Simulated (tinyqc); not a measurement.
Resonant-tunnelling diode, transfer matrices and Tsu-Esaki current: two steps of the calculation.

Emitter (band edge 0), barrier d1, well Lw, barrier d2, spacer ds, collector (edge -V). The bias drops linearly over these layers and none in the contacts; each layer is cut into ns equal slices, flat at the value of their centres. E is the energy of motion across the layers, C = hbar^2/(2 m0), psi and psi'/m are continuous. Transport is coherent, T(E) is taken as independent of the transverse momentum, and charge in the well is ignored.

Values chosen for this exercise; masses and offsets of a made-up heterostructure:

| symbol | value | unit | meaning |
|---|---|---|---|
| T | 300 | K | temperature |
| mw | 0.031 | m0 | mass in the well, spacer and contacts |
| U1 | 0.52 | eV | barrier height |
| m1 | 0.071 | m0 | barrier mass |
| d1 | 1.7 | nm | emitter barrier |
| Lw | 7.5 | nm | well width |
| d2 | 1.7 | nm | collector barrier |
| ns | 1 |  | slices in each layer |
| ds | 1.8 | nm | undoped spacer after the collector barrier |
| Ef | 0.031 | eV | Fermi energy of both contacts above their band edges |
| V | 0.12 | V | bias of the collector |

Constants: q = 1.602176634e-19 C, kB = 1.380649e-23 J/K, hbar = 1.054571817e-34 J s, m0 = 9.1093837015e-31 kg, Vt = kB T/q. Results are converted to the units shown.

Problem 1. Slices under bias. U = edge of the layer - V x/Lt at the centre x of each slice, Lt the summed thickness.

Find: U; m; width.

Solution 1.

U, slice 0 to 3 (eV): [0.5120, -0.0515, 0.4250, -0.1115]
m, slice 0 to 3 (m0): [0.071, 0.031, 0.071, 0.031]
width, slice 0 to 3 (nm): [1.700, 7.500, 1.700, 1.800]

Problem 2. Current from the resonance alone. J = J0 times the integral over E > 0 of T(E) N(E), N = ln[(1 + exp((Ef - E)/Vt))/(1 + exp((Ef - V - E)/Vt))], J0 = q^2 mw m0 kB T/(2 pi^2 hbar^3) (times 1e-4 for A/cm^2 per eV). For a sharp resonance J = J0 (pi G/2) Tp N(Er), with Er the peak energy, Tp the peak transmission and G the full width at half maximum (in eV). The three values given are estimates from a parabola through three points of 1/T(E).

Er = 0.031317803 eV
Tp = 0.86972054
G = 8.8252025 meV

Wanted: J0; N(Er); J.

Solution 2.

J0 = 1.2969e7 A/(cm^2 eV)
N(Er) = 0.67754
J = 105.94 kA/cm^2

The full integral over T(E) gives 92.46 kA/cm^2; the value above is 15 % above it.

tinyqc, about 0.2 s, one thread, Intel Xeon 2.30GHz (shared host): `OMP_NUM_THREADS=1 python tinyqc.py 2600143 2600144 out.jsonl`
